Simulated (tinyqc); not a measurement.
Valley-orbit splitting of a donor ground state, with strain. From one set of inputs to another, one input at a time. Computed by tinyqc, a small Python program. Command: `OMP_NUM_THREADS=1 python tinyqc.py 3031934 3031935 out.jsonl valleyorbit ladder`. One thread of a shared host (Intel(R) Xeon(R) Processor @ 2.30GHz), about 0.01 s of CPU time with the checks.

The basis is the 1s envelope in each valley; energies are counted from the unstrained conduction-band edge. The strain is e_s (a a^T - 1/3) for the unit stress axis a, so valley j along n_j moves by Xi_u e_s w_j with w_j = (n_j.a)^2 - 1/3: +1/3 for [111] and [-1-11], -1/3 for the others.

The inputs printed are set A. Inputs not listed in the table keep their values of set A, so the rows need not describe a real material.

Inputs (values chosen for the exercise, modelled on donors in germanium):
```
quantity                                    value   unit
single-valley binding energy E_0               10    meV
central-cell shift Lambda                    0.41    meV
coupling Delta_1                             0.31    meV
shear deformation potential Xi_u             16.4     eV
shear strain e_s                           -4e-05      -
temperature T                                  77      K
donor density N_D                         1.7e+15  cm^-3
density-of-states mass of one valley m_e    0.224    m_0
```

Valleys: four along <111>. Stress axis: [110].

Constants: k_B = 8.617333262e-05 eV/K; m_0 = 9.1093837015e-31 kg; k_B = 1.380649e-23 J/K; h = 6.62607015e-34 J s.

Method:
- H_jj = -(E_0 + Lambda) + Xi_u e_s w_j; H_jk = -Delta_1 between any two valleys.
- Diagonalise H; the ground vector has positive components. The density at the nucleus, and so the contact hyperfine coupling, scales as (sum_j c_j)^2/(number of valleys), which is 1 without strain; the envelopes are held fixed.
- The binding energy is counted from the lowest valley edge, min_j Xi_u e_s w_j; the gap is from the ground state to the next level.
- z = sum over levels of exp(-(E - E_ground)/k_B T), the ground-state share being 1/z; N_c = 2 (2 pi m_e k_B T/h^2)^(3/2) sum_j exp(-(shift_j - lowest shift)/k_B T); n1 = N_c/(2 z) exp(-binding/k_B T), binding = lowest shift - E_ground; without compensation n = 2 N_D/(1 + sqrt(1 + 4 N_D/n1)) (Boltzmann statistics; p and higher states left out).

Each row keeps all changes above it; columns: (1) input moved; (2) from; (3) to; (4) binding energy under strain (meV); (5) gap to the first excited state (meV); (6) share of neutral donors in the ground state:
```
(1)                                         (2)      (3)     (4)     (5)      (6)
set A                                         -        -  11.159  1.0588  0.28811
coupling Delta_1 (meV)                     0.31     0.85  12.755  3.1953  0.35807
temperature T (K)                            77       10  12.755  3.1953  0.94517
shear deformation potential Xi_u (eV)      16.4       16  12.760  3.2000  0.94517
shear strain e_s                         -4e-05  0.00059  11.690  2.1299  0.92187
central-cell shift Lambda (meV)            0.41     0.59  11.870  2.1299  0.92187
donor density N_D (cm^-3)               1.7e+15  7.1e+15  11.870  2.1299  0.92187
single-valley binding energy E_0 (meV)       10     12.1  13.970  2.1299  0.92187
```

Which inputs carry the difference?

Binding energy under strain goes from 11.2 to 14.0, a factor 1.25 in all. The largest single move comes from single-valley binding energy E_0 (a factor 1.18), and shear strain e_s works against it (a factor 0.916). gap to the first excited state goes from 1.06 to 2.13, a factor 2.01 in all. The largest single move comes from coupling Delta_1 (a factor 3.02), and shear strain e_s works against it (a factor 0.666). Share of neutral donors in the ground state goes from 0.288 to 0.922, a factor 3.20 in all. The largest single move comes from temperature T (a factor 2.64). The single moves hold for this order of the switches; the total does not depend on the order.

Caution (rows set A, coupling Delta_1): k_B T exceeds a third of E_0, so the p and higher states, left out, hold part of the bound electrons.

Extremes, crossings and ranges named in words are read from the listed rows.
